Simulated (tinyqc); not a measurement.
## MOSFET in the linear regime without short-channel effects, parameter extraction from computed curves: extraction methods against the drawn gate length

Inversion charge Q = Cox n Vt W0(exp((Vg - VT)/(n Vt))), W0 the Lambert function and n = nf; u = Q/Cox; mobility mu = mu0/(1 + th1 u + th2 u^2); channel resistance Rch = (L - dL)/(W mu Q); Id = Vd/(Rch + Rsd/W). Cox = eps0 eox/tox. Small Vd, no channel-length or drain effects.

From the continuous curve Id(Vg): tangent at peak gm (V_ext = Vg - Id/gm); constant current Id = 0.1 uA W/L; peak of d2Id/dVg2; Y = Id/sqrt(gm) drawn through Vg = VT + 0.6 and VT + 0.8 V, with intercept VT_Y and slope s. Mobilities gm,max L/(W Cox Vd) and s^2 L/(W Cox Vd) with the drawn L. Last column: share of Rsd/W in the total resistance at VT + 0.8 V.

Parameters, values chosen for the exercise; channel values of the order met in silicon transistors:
- T = 300 K (temperature)
- eox = 3.9 (relative permittivity of the gate insulator (close to silicon dioxide))
- tox = 1.4 nm (insulator thickness)
- mu0 = 88 cm^2/(V s) (low-field mobility)
- th1 = 0.42 1/V (first mobility attenuation factor)
- th2 = 0 1/V^2 (second mobility attenuation factor)
- VT = 0.29 V (threshold voltage)
- nf = 1.13 (body factor)
- W = 1 um (gate width)
- dL = 0.012 um (drawn less effective length)
- Rsd = 170 ohm um (source plus drain resistance)
- Vd = 0.05 V (drain voltage)

Constants: q = 1.602176634e-19 C, kB = 1.380649e-23 J/K, Vt = kB T/q, eps0 = 8.8541878128e-14 F/cm where lengths are in cm. Results are converted to the units shown.

Extraction methods against the drawn gate length:
columns A: L (um); B: V_ext (V); C: constant current (V); D: second derivative (V); E: VT_Y (V); F: mobility from gm (cm^2/(V s)); G: mobility from Y (cm^2/(V s)); H: series share (%)
```
A          B      C      D      E     F     G      H
0.03   0.269  0.247  0.274  0.334  75.2   134   52.8
0.062  0.282  0.258  0.279  0.334  67.9  99.4   28.7
0.13   0.289  0.262  0.281  0.334  66.0  88.3   14.6
0.27   0.293  0.264  0.281  0.334  65.5  83.9   7.23
0.56   0.296  0.265  0.282  0.334  65.5  81.9   3.54
1.2    0.297  0.265  0.282  0.334  65.4  81.0   1.66
2.4    0.298  0.265  0.282  0.334  65.4  80.5  0.835
5      0.298  0.266  0.282  0.334  65.4  80.3  0.402
```

The model has VT = 0.29 V and mu0 = 88 cm^2/(V s). Over the table the extracted thresholds move by 29 mV (tangent), 18 mV (constant current), 8.0 mV (second derivative), under 0.5 mV (Y function). The mobility from gm falls from 75.2 to 65.4 and that from Y falls from 134 to 80.3 cm^2/(V s).

Computed by the program tinyqc: `OMP_NUM_THREADS=1 python tinyqc.py 2210099 2210100 out.jsonl`, one thread of a shared Intel Xeon 2.30GHz, about 0.01 s for the whole run.
